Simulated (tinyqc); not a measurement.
Inside a calculation. Model: single-electron transistor, orthodox theory and master equation.

Numbers from tinyqc (`OMP_NUM_THREADS=1 python tinyqc.py 2780037 2780038 out.jsonl`; about 0.01 s on one thread of a shared Intel Xeon 2.30GHz). Printed values are rounded.

A metal island with n extra electrons joins the left lead (voltage V) and the right lead (0 V) by tunnel junctions and couples to a gate. Cs = CL + CR + Cg. Adding electron n + 1 costs mu(n) = [q (n + 1/2) - CL V - Cg Vg]/Cs (in volts); the Fermi levels are -V (left) and 0 (right). A jump that gains the energy W has the rate G(W) = (W/q)/(R [1 - exp(-W/Vt)]), W in volts, Vt = kB T/q. Sequential tunnelling only; I > 0 flows from left to right.

Inputs (values chosen for the exercise):
```
symbol,value,unit,meaning
CL,1.2,aF,capacitance of the left junction
CR,1.2,aF,capacitance of the right junction
Cg,1.5,aF,gate capacitance
RL,230,kohm,resistance of the left junction
RR,12000,kohm,resistance of the right junction
T,10,K,temperature
V,6.2,mV,bias of the left lead
Vg,6,mV,gate voltage
n0,-1,,lowest charge state kept
n1,1,,highest charge state kept
```

Constants: q = 1.602176634e-19 C, kB = 1.380649e-23 J/K, Vt = kB T/q. Results are converted to the units shown.

Range of the model: Cotunnelling, which dominates deep in the blockade, is left out.

## Charging energy and addition levels

q/Cs, the gate period q/Cg, and mu(n) for the transitions kept.

q/Cs = 41.08145 mV
q/Cg = 106.8118 mV
kB T/(q^2/Cs) = 0.02097621
mu(n), n to n + 1, n -1 to 0 (mV): -24.75611  16.32534

## Tunnelling rates

Onto the island: from the left W = -V - mu(n), from the right W = -mu(n); off the island (n + 1 to n): to the left W = mu(n) + V, to the right W = mu(n).

```
n to n + 1, n  on from left (1/ns)  on from right (1/ns)  off to left (1/ns)  off to right (1/ns)
-1                        503.5571              12.87629         2.239652e-7         4.297938e-12
0                      2.716193e-9           5.027599e-8            611.2701             8.491231
```

## Probabilities and current

Steady state: p(n + 1)/p(n) = (sum of on rates)/(sum of off rates), normalised. I = q sum_n [p(n + 1) (off to left) - p(n) (on from left)].

p(n), n -1 to 1: 4.336852e-10  1.000000  8.550418e-11
I = 8.832786e-9 nA
mean n = -3.481810e-10

Two plain resistors in series would pass 0.507 nA; this is 1.74e-6 % of that. One charge state holds over 99 % of the weight.
